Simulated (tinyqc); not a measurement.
Donor level screened by free carriers (Yukawa potential), step by step. Values are carried at full precision from step to step, so a last printed digit may differ when a step is redone from the rounded ones.

Screening wave number: Debye ks^2 = 4 pi q n/(eps kB T); Thomas-Fermi ks^2 = 6 pi q n/(eps EF) with EF = c (3 pi^2 n/gv)^(2/3)/m, c = hbar^2/2m0; the two are joined by 1/ks^2 = sqrt(1/ks_D^4 + 1/ks_TF^4). 1e18/cm^3 = 1e-6/angstrom^3, q = e^2/(4 pi eps0).

Constants: e^2/(4 pi eps0) = 14.39964547 eV angstrom; kB = 8.617333262e-05 eV/K; hbar^2/2m0 = 3.80998211 eV angstrom^2; Ry = 13.60569312 eV; a0 (Bohr radius) = 0.5291772105 angstrom.

Parameters, chosen for this exercise (near those of a donor in InP, with one mean mass; not measured data):
```
symbol  value  unit         meaning
m       0.08   m0           mass
eps     12.7                dielectric constant
gv      1                   valleys
T       77     K            temperature
n       0.019  x 1e18/cm^3  free-carrier density
```

## Units and screening length

Give Ry* = Ry m/eps^2, a* = a0 eps/m, EF, the three values of ks, and x = ks a*.

Ry* = 6.748 meV
a* = 84.01 angstrom
EF = 3.25 meV

ks: Debye, Thomas-Fermi, joined (1/angstrom): 0.00639  0.01119  0.00623

x = 0.5232

EF/kB T = 0.49, so the Debye value, the smaller one, controls the screening.

## One-parameter trial function

Potential -(q/(eps r)) exp(-ks r), q = e^2/(4 pi eps0). In units Ry* = Ry m/eps^2 and a* = a0 eps/m the problem is [-Laplacian - 2 exp(-x r)/r] psi = E psi with x = ks a*.

For exp(-z r): E(z) = z^2 - 8 z^3/(2z + x)^2 in Ry*. Scan z = 0.5, 0.6, ..., 1.1, then minimise; first order gives -1 + 2x.

Scan (Ry*):
```
z    kinetic  potential        E
0.5   0.2500    -0.4310  -0.1810
0.6   0.3600    -0.5819  -0.2219
0.7   0.4900    -0.7419  -0.2519
0.8   0.6400    -0.9086  -0.2686
0.9   0.8100    -1.0805  -0.2705
1.0   1.0000    -1.2566  -0.2566
1.1   1.2100    -1.4358  -0.2258
```

best z = 0.863
E = -0.2716 Ry*
binding = 1.83 meV

First order in x would give 0.046 Ry*, a rigid shift by q ks/eps; it overstates the loss of binding by 0.318 Ry*.

## Converged levels

Converged values use 18 functions exp(-z r), z = 1.55^i, i = -11 to 6: S = 2/A^3, H = z_i z_j S - 2/(A + x)^2, A = z_i + z_j.

The 1s and 2s levels and the mean radius.

1s = -0.2753 Ry*
binding = 1.86 meV
<r> = 154.5 angstrom
second root = 0.0000 Ry*

The trial function misses by 0.0037 Ry*. Screening leaves 28 % of the bare binding, 0.28 kB T. 2s is no longer bound (it unbinds at x = 0.310).

## Checks

- 1s at x = 0.5 against the known -0.29623 Ry*: both -0.29623.
- 1s at x = 0 against -1: both -1.00000.

Program tinyqc; command `OMP_NUM_THREADS=1 python tinyqc.py 1250898 1250899 out.jsonl`; about 0.01 s on one thread of a shared Intel(R) Xeon(R) Processor @ 2.30GHz.
